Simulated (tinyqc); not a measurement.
Dispersion against the sound-wave line: Born-von Karman spring model of a cubic crystal with one atom per cell. Computed by tinyqc, a small Python program. Command: `OMP_NUM_THREADS=1 python tinyqc.py 3027222 3027223 out.jsonl springs walk`. One thread of a shared host (Intel(R) Xeon(R) Processor @ 2.30GHz), about 0.1 s of CPU time with the checks.

First neighbours lie at a/2 (1,1,0) (12 of them), second at a (1,0,0) (6), with all permutations and signs; the volume per atom is Omega = a^3/4. Two shells of springs match a real metal only roughly, above all at the zone boundary.

Inputs (values chosen for the exercise, modelled on silver):
```
quantity                value           unit
atomic mass M          107.87              u
radial spring k1L        1.46  eV/angstrom^2
transverse spring k1T    -0.1  eV/angstrom^2
radial spring k2L      0.0095  eV/angstrom^2
transverse spring k2T   -0.01  eV/angstrom^2
```

Lattice: fcc.

Constants: nu for 1 eV/(angstrom^2 u) = 15.6333042 THz.

Method:
- A neighbour at R with unit vector n couples by the matrix K(R) = kL n n^T + kT (1 - n n^T), and D(q) = (1/M) sum_R K(R) [1 - cos(q.R)].
- An eigenvalue lambda of D in eV/(angstrom^2 u) gives nu = 15.6333042 THz x sqrt(lambda).
- The last column divides the top branch by the straight line with its slope at G. End points in 2 pi/a: X = (1, 0, 0), L = (0.5, 0.5, 0.5).

Frequencies (THz) along two lines:
```
line  fraction of the way    nu 1    nu 2    nu 3  nu 3 / linear
G-X                  0.10  0.4986  0.4986  0.7820        0.99572
G-X                  0.25  1.2224  1.2224  1.9113        0.97351
G-X                  0.40  1.8842  1.8842  2.9316        0.93326
G-X                  0.55  2.4475  2.4475  3.7865        0.87665
G-X                  0.70  2.8787  2.8787  4.4302        0.80589
G-X                  0.85  3.1498  3.1498  4.8296        0.72351
G-X                  1.00  3.2423  3.2423  4.9650        0.63222
G-L                  0.10  0.3227  0.3227  0.7894        0.99589
G-L                  0.25  0.7894  0.7894  1.9310        0.97450
G-L                  0.40  1.2125  1.2125  2.9659        0.93549
G-L                  0.55  1.5685  1.5685  3.8370        0.88016
G-L                  0.70  1.8379  1.8379  4.4960        0.81033
G-L                  0.85  2.0058  2.0058  4.9066        0.72827
G-L                  1.00  2.0628  2.0628  5.0460        0.63662
```

What follows from these numbers?

Along G-X the top branch ends at 63 % of its linear extrapolation, near the 2/pi = 64 % of a chain with one spring. Along G-L the top branch ends at 64 % of its linear extrapolation, which is the 2/pi of a pure sine: planes normal to this line couple to their next planes alone. A Debye model keeps the straight line throughout.
